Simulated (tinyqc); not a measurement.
# Bandgap voltage reference from two bipolar transistors: output against temperature

Two transistors of area 1 and N carry the same current I. Is(T) = Is (T/T0)^eta exp[(Vg0 q/kB)(1/T0 - 1/T)], VBE1 = Vt ln(I/Is(T)) + I rb, VBE2 = Vt ln(I/(N Is(T))) + I rb/N. The amplifier forces I R1(T) = VBE1 - VBE2 + Vos, with R(T) = R (1 + tc (T - T0)) for both resistors, and the output is Vref = VBE1 + I R2(T). Base currents and the Early effect are neglected.

Vt = kB T/q; I = (Vt ln N + Vos)/(R1(T) - rb (1 - 1/N)).

Parameters, values chosen for the exercise; values of the order met in silicon bipolar transistors:
```
symbol,value,unit,meaning
T0,300,K,reference temperature
Vg0,1.189,V,band-gap voltage extrapolated to 0 K
eta,3,,temperature exponent of the saturation current
Is,4.4e-18,A,saturation current of the unit transistor at T0
N,15,,area ratio of the second transistor
R1,2.9,kohm,"resistor across which the difference of VBE falls, at T0"
tc,0,ppm/K,temperature coefficient of both resistors
Vos,0,mV,offset of the amplifier
rb,20,ohm,series resistance of the unit transistor
R2,21.02,kohm,output resistor at T0
```

Constants: q = 1.602176634e-19 C, kB = 1.380649e-23 J/K. Results are converted to the units shown.

Results:
```
T (K)  I (uA)  VBE1 (V)  I R2 (V)  Vref (V)  Vref - Vref(T0) (mV)  dVref/dT (uV/K)
218     17.66    0.8885    0.3711     1.260                -10.06            151.7
253     20.49    0.8338    0.4307     1.264                -5.214            126.0
273     22.11    0.8021    0.4648     1.267                -2.826            112.9
298     24.14    0.7622    0.5073     1.270               -0.1945            97.83
323     26.16    0.7219    0.5499     1.272                 2.075            83.94
348     28.18    0.6813    0.5924     1.274                 4.011            71.09
373     30.21    0.6403    0.6350     1.275                 5.637            59.14
398     32.23    0.5991    0.6776     1.277                 6.975            47.96
423     34.26    0.5576    0.7201     1.278                 8.041            37.46
```

Estimate the missing row, T = 233 K.

Computed row:
```
T (K)  I (uA)  VBE1 (V)  I R2 (V)  Vref (V)  Vref - Vref(T0) (mV)  dVref/dT (uV/K)
233     18.87    0.8652    0.3967     1.262                -7.875            140.2
```

With this row back in the table: VBE1 falls by 1.61 mV/K on average and I R2 rises by 1.70 mV/K. The slope of Vref vanishes at T = 526 K. Between 233 and 398 K Vref spans 14.8 mV, or 70.8 ppm/K by the box method (span over the average over T, over 165 K).

tinyqc, about 0.02 s, one thread, Intel Xeon 2.30GHz (shared host): `OMP_NUM_THREADS=1 python tinyqc.py 2062174 2062175 out.jsonl`
